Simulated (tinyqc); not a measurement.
From results back to parameters: Franz-Keldysh effect at a direct gap.

Problem. In modulation spectra the extrema of the oscillations lie at E_n = Eg + th (3 pi (n - 1/2)/4)^(2/3) (the phase constant is taken as pi/2 here), with th = (c (e Fd)^2/mr)^(1/3), mr = me mhh/(me + mhh), c = hbar^2/2m0; 1 kV/cm = 1e-5 V/angstrom. Extrema n = 2 and n = 5 are given; Eg and the field are hidden.

Constants: hbar^2/2m0 = 3.80998211 eV angstrom^2.

Values chosen for the exercise (out of a larger set: near those of InP; not measured data): me = 0.0787 m0 (electron mass); mhh = 0.575 m0 (heavy-hole mass).

E_2 = 1.40166 eV
E_5 = 1.44990 eV

Find: th; Eg; Fd.

Solution. E_n is linear in (3 pi (n - 1/2)/4)^(2/3): the slope is th and the intercept Eg; then e Fd = sqrt(th^3 mr/c).

th = 19.25 meV
Eg = 1.357 eV
Fd = 36 kV/cm

Computed by tinyqc, a small Python program: `OMP_NUM_THREADS=1 python tinyqc.py 1651549 1651550 out.jsonl` (the numbers bound the seed that draws the inputs); one thread of a shared host (Intel(R) Xeon(R) Processor @ 2.30GHz), about 0.01 s for the whole set of steps.
